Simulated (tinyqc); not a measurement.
Mobility of a non-polar semiconductor in the relaxation-time approximation: one step, computed by the program tinyqc.

Each valley is treated as a sphere of mass m_d for states and rates, with one isotropic relaxation time; the conductivity mass m_c sets the current.

Task: Rates at a few energies. Kane band: hbar^2 k^2/(2 m) = E (1 + alpha E), speed v = hbar k/(m (1 + 2 alpha E)), states per spin, volume and energy g(E) = m k (1 + 2 alpha E)/(2 pi^2 hbar^2); overlap factors are set to 1. Here m = m_d. Masses are multiplied by m_0 and all formulas are in SI units. Phonon occupation N_q = 1/(exp(hbar w/(k_B T)) - 1). Acoustic deformation potential (elastic, equipartition, absorption and emission together): 1/tau = 2 pi k_B T D_A^2 g(E)/(hbar rho v_l^2). Optical or intervalley deformation potential: 1/tau = (pi Z_f D_o^2/(rho w)) [N_q g(E + hbar w) + (N_q + 1) g(E - hbar w)], with g = 0 below the band edge. Each optical term is multiplied by (1 - f(E'))/(1 - f(E)), E' the final energy, for Pauli blocking. Singly charged impurities, momentum relaxation: 1/tau = N_I e^4 m (1 + 2 alpha E) Phi/(8 pi (eps_s eps_0)^2 hbar^3 k^3), with alpha = 0 for a parabolic band. Brooks-Herring: Phi = ln(1 + b) - b/(1 + b), b = 4 k^2 L_s^2.

Inputs (values chosen for the exercise, modelled on electrons in diamond):

| quantity | value | unit |
|---|---|---|
| non-parabolicity alpha | 0.21 | 1/eV |
| static permittivity eps_s | 5.7 | - |
| density rho | 3515 | kg/m^3 |
| sound velocity v_l | 18700 | m/s |
| acoustic deformation potential D_A | 8.3 | eV |
| phonon energy hbar w | 147 | meV |
| optical or intervalley deformation potential D_o | 7.7 | 1e8 eV/cm |
| final valleys Z_f | 5 | - |
| temperature T | 400 | K |

Band: Kane. Impurity formula: Brooks-Herring. Further scattering: none.

reduced Fermi level eta = -1.774454

density-of-states mass m_d = 0.4875047 m_0

ionised impurity density N_I = 1.30e+19 1/cm^3

screening length L_s = 0.9389748 nm

Constants: k_B = 8.617333262e-05 eV/K; k_B = 1.380649e-23 J/K; e = 1.602176634e-19 C; hbar = 1.054571817e-34 J s; m_0 = 9.1093837015e-31 kg; hbar = 6.582119569e-16 eV s; eps_0 = 8.8541878128e-12 F/m.

Give: Rates (1e12/s) at E = (max(eta, 0) + 0.5, 1, 2, 4) k_B T.

Result:

Rates (1e12/s) at E = (max(eta, 0) + 0.5, 1, 2, 4) k_B T:

| E (meV) | acoustic | optical | ionised impurity |
|---|---|---|---|
| 17.2 | 0.454 | 0.1525 | 67.91 |
| 34.5 | 0.648 | 0.1558 | 57.67 |
| 68.9 | 0.932 | 0.1665 | 40.97 |
| 137.9 | 1.365 | 0.1939 | 24.92 |
